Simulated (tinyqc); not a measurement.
## Gate work function from the charge

Question. For an undoped double gate, Q = 8 eps0 eps_r Vt beta tan(beta)/ts with 0 < beta < pi/2, and at the source (Vg - dphi)/(2 Vt) - ln[(2/ts) sqrt(2 eps0 eps_r Vt/(q ni))] = ln(beta) - ln(cos beta) + 2 r beta tan(beta), r = eps_r tox/(eox ts). Find beta and dphi.

Parameters, values chosen for the exercise; material values close to those of gallium arsenide:
```
symbol  value  unit                                      meaning
T         273     K                                  temperature
eps_r    12.8         relative permittivity of the semiconductor
eox      22.6        relative permittivity of the gate insulator
tox        13    nm                          insulator thickness
ts         10    nm                               body thickness
Vg       0.68     V                                 gate voltage
```

Constants: q = 1.602176634e-19 C, kB = 1.380649e-23 J/K, Vt = kB T/q, eps0 = 8.8541878128e-14 F/cm where lengths are in cm. Results are converted to the units shown.

Qs = 352.56506 nC/cm^2
ni = 2.0312007e5 cm^-3

Answer. beta tan(beta) rises from 0 without bound on the interval, so the charge fixes beta; the second relation is then explicit in dphi. At this charge the surface density passes 0.3 Nc, so the classical Boltzmann model is only formal.

beta = 1.019
dphi = -0.1600 V

Numbers from tinyqc (`OMP_NUM_THREADS=1 python tinyqc.py 2440021 2440022 out.jsonl`; about 0.01 s on one thread of a shared Intel Xeon 2.30GHz).
